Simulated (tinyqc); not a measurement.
What each parameter does: valley splitting of a silicon quantum well in envelope theory.

The well lies at 0 < z < L; U(z) = V0 [1/(1 + exp(z/w)) + 1/(1 + exp((L - z)/w))] - e F z, 1 mV/nm = 1e-4 eV/angstrom. The envelope psi solves -(c/ml) psi'' + U psi = E psi, c = hbar^2/2m0, by three-point differences on a grid of 0.1 angstrom from -40 to L + 40 angstrom. The two valleys at +/- k0 couple through D = C0 times the integral of exp(-i q z) U(z) psi^2, q = 2 k0 (2 pi/a), and split by Ev = 2|D|.

Random alloy: with Y(z) = Yw + (Yb - Yw) B(z), B the bracket in U, and in-plane density exp(-r^2/ad^2)/(pi ad^2), D gains a random complex part of variance sigma^2 = (C0^2/pi)(a^2 V0/(8 ad (Yb - Yw)))^2 (4/a) times the integral of psi^4 Y (1 - Y). Alone it gives a mean splitting sqrt(pi) sigma; together with the smooth part the rms splitting is 2 sqrt(|D|^2 + sigma^2).

Constants: hbar^2/2m0 = 3.80998211 eV angstrom^2.

Inputs chosen for the exercise (near those of a strained Si well in SiGe; shifted at random, so the results belong to these values and not to a real crystal):
```
symbol  value  unit      meaning
L       90     angstrom  well width
V0      0.2    eV        conduction offset
ml      0.924  m0        mass along z
w       1.2    angstrom  interface width parameter
F       6.2    mV/nm     field pressing towards the upper interface
k0      0.843  2 pi/a    valley position
a       5.431  angstrom  lattice constant
C0      0.254            Bloch overlap factor
Yb      0.32             Ge share of the barrier
Yw      0                Ge share of the well
ad      160    angstrom  dot radius
```

Orbital spacing, psi^2 at z = L, the smooth splitting and sigma; V0 is held fixed when Yw changes.

One parameter was then changed.

Results before and after:
```
case     E2 - E1 (meV)  psi^2(L) (1e-3/angstrom)  2|D| (micro-eV)  sigma (micro-eV)
base             20.87                     2.575             1.61               4.8
changed          20.58                     2.572             1.61               4.8
```

Which of these changes was made? (a) w = 0.84 angstrom; (b) L = 96 angstrom; (c) V0 = 0.25 eV; (d) F = 9.3 mV/nm; (e) k0 = 0.823 2 pi/a; (f) ad = 200 angstrom; (g) C0 = 0.305; (h) Yw = 0.03.

Answer: (b) L = 96 angstrom. Of the candidates, run in turn, only this one gives the changed row.

All candidates:
```
case               E2 - E1 (meV)  psi^2(L) (1e-3/angstrom)  2|D| (micro-eV)  sigma (micro-eV)
base                       20.87                     2.575             1.61               4.8
ad = 200 angstrom          20.87                     2.575             1.61               3.8
Yw = 0.03                  20.87                     2.575             1.61              49.7
L = 96 angstrom            20.58                     2.572             1.61               4.8
V0 = 0.25 eV               20.98                     1.961             1.61               4.9
w = 0.84 angstrom          20.84                     2.801             9.93               4.0
F = 9.3 mV/nm              26.65                     3.914             2.45               7.1
k0 = 0.823 2 pi/a          20.87                     2.575             1.91               4.8
C0 = 0.305                 20.87                     2.575             1.93               5.7
```

(tinyqc, `OMP_NUM_THREADS=1 python tinyqc.py 1282164 1282165 out.jsonl`, Intel(R) Xeon(R) Processor @ 2.30GHz, 1 thread, shared host, about 0.07 s.)
